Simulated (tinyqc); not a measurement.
Crystal pulling from the melt: segregation, interface stability, heat balance and point-defect regime: one step, computed by the program tinyqc. Command: `OMP_NUM_THREADS=1 python tinyqc.py 3003181 3003182 out.jsonl pull walk`. One thread of a shared host (Intel(R) Xeon(R) Processor @ 2.30GHz), about 0.01 s of CPU time with the checks.

A dilute solute; steady pulling with a flat interface unless it is found unstable.

Question. Boundary layer and effective coefficient. delta = 1.61 D^(1/3) nu^(1/6) omega^(-1/2), omega = 2 pi rpm/60; k_eff = k0/[k0 + (1 - k0) exp(-V delta/D)] (Burton, Prim and Slichter); the melt at the interface is enriched by k_eff/k0.

Inputs (values chosen for the exercise, modelled on phosphorus in silicon): equilibrium coefficient k0 = 0.33; diffusivity in the melt D = 0.00033 cm^2/s; kinematic viscosity nu = 0.0033 cm^2/s; crystal rotation = 5 rpm; pull rate V = 1.1 mm/min.

Give: boundary layer delta; V delta/D; k_eff; enrichment at the interface.

Answer.

boundary layer delta = 593.3 micrometre

V delta/D = 0.3296

k_eff = 0.4065

enrichment at the interface = 1.232

k_eff has moved 11.4 % of the way from k0 to 1. A 10 % ripple of V gives striations of 1.96 % in C_s, since d ln k_eff/d ln V = (1 - k_eff) V delta/D.
